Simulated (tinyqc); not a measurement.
Inside a calculation. Method: Hubbard chain of 4 sites. One step of it, computed by the program tinyqc.

Problem. Mean-field iteration 1. H(up) = T + U n(down), H(down) = T + U n(up); fill the lowest levels; n(new) = n + mixing (n(out) - n); E = tr T (rho up + rho down) + U sum n_up n_down of the output.

one-body matrix (hopping and site energies) (eV), lower triangle:
```
           1          2          3         4
1   0.000000
2  -1.100000   0.000000
3   0.000000  -1.100000   0.000000
4   0.000000   0.000000  -1.100000  0.000000
```

U = 8.400000 eV

electrons, up and down: 2  2

mixing = 0.200000

n(up) at the start (a guess, not normalised): 1 0.800000, 2 0.200000, 3 0.800000, 4 0.200000

n(down) at the start (a guess): 1 0.200000, 2 0.800000, 3 0.200000, 4 0.800000

Give: levels, up; levels, down; energy; n(up) after iteration 1; n(down) after iteration 1.

Solution.

levels, up (eV): 1.1148  1.5899  6.8101  7.2852

levels, down (eV): 1.1148  1.5899  6.8101  7.2852

energy = -0.6878 eV

n(up) after iteration 1: 1 0.8324, 2 0.1742, 3 0.8258, 4 0.1676

n(down) after iteration 1: 1 0.1676, 2 0.8258, 3 0.1742, 4 0.8324
